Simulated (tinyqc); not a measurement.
Worked calculation: RHF in the sto-3g basis, for BeH2, spin multiplicity 1. One step of it, computed by the program tinyqc.

Problem. Orthogonalisation. S = U s U^T; canonical form X = U s^(-1/2), so that X^T S X = 1. Each column of U has its largest component positive (the first on a tie).

overlap S, order 1Be 1s, 1Be 2s, 1Be 2px, 1Be 2py, 1Be 2pz, 2H 1s, 3H 1s:
$$\begin{pmatrix}
1.000000 & 0.259517 & 0.000000 & 0.000000 & 0.000000 & 0.037238 & 0.036828 \\
0.259517 & 1.000000 & 0.000000 & 0.000000 & 0.000000 & 0.351029 & 0.349227 \\
0.000000 & 0.000000 & 1.000000 & 0.000000 & 0.000000 & 0.000000 & 0.000000 \\
0.000000 & 0.000000 & 0.000000 & 1.000000 & 0.000000 & 0.435136 & -0.433425 \\
0.000000 & 0.000000 & 0.000000 & 0.000000 & 1.000000 & 0.022803 & 0.022910 \\
0.037238 & 0.351029 & 0.000000 & 0.435136 & 0.022803 & 1.000000 & 0.010644 \\
0.036828 & 0.349227 & 0.000000 & -0.433425 & 0.022910 & 0.010644 & 1.000000
\end{pmatrix}$$

Give: eigenvalues of S; X.

Solution.

eigenvalues of S: [0.380, 0.465, 0.954, 1.000, 1.005, 1.587, 1.609]

X, order 1Be 1s, 1Be 2s, 1Be 2px, 1Be 2py, 1Be 2pz, 2H 1s, 3H 1s:
$$\begin{pmatrix}
-0.005 & -0.423 & 0.863 & 0.000 & -0.276 & 0.286 & 0.015 \\
0.016 & 1.058 & -0.061 & 0.000 & -0.034 & 0.546 & 0.030 \\
0.000 & 0.000 & 0.000 & 1.000 & 0.000 & 0.000 & 0.000 \\
1.141 & -0.014 & 0.000 & 0.000 & 0.000 & -0.031 & 0.559 \\
0.001 & 0.056 & 0.317 & 0.000 & 0.947 & 0.027 & 0.001 \\
-0.824 & -0.642 & -0.315 & 0.000 & 0.102 & 0.330 & 0.411 \\
0.804 & -0.662 & -0.316 & 0.000 & 0.102 & 0.373 & -0.373
\end{pmatrix}$$
